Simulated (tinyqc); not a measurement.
Chemical vapour deposition: Grove model, boundary layer, depletion and step coverage: one step, computed by the program tinyqc.

A precursor diffuses to the surface and reacts there at first order; each molecule that reacts adds one formula unit of film.

Problem. Step coverage in a trench. In a long trench of width w and depth l = aspect ratio x w: Knudsen diffusivity D_K = (2w) c/3 (hydraulic diameter 2w), combined as 1/D_e = 1/D_K + 1/D; D_e d2C/dz2 = 2 k_s C/w with D_e dC/dz = -k_s C at the floor. With m = sqrt(2 k_s/(w D_e)): C(floor)/C(top) = 1/[cosh(m l) + (k_s/(D_e m)) sinh(m l)].

Inputs (values chosen for the exercise, close to those used for silicon dioxide from an alkoxysilane): temperature T = 700 C; trench width w = 0.096 um; aspect ratio of the trench = 6.4.

Reactor: wafer stack, low pressure.

mean speed c = 31473.52 cm/s

gas diffusivity D = 2067.424 cm^2/s

surface rate constant k_s = 0.3252756 cm/s

Give: Knudsen diffusivity D_K; effective diffusivity D_e; modulus m l; step coverage.

Solution.

Knudsen diffusivity D_K = 0.20143 cm^2/s

effective diffusivity D_e = 0.20141 cm^2/s

modulus m l = 0.035638

step coverage = 0.99927

Caution: the hydraulic-diameter form of D_K is rough for a slit.
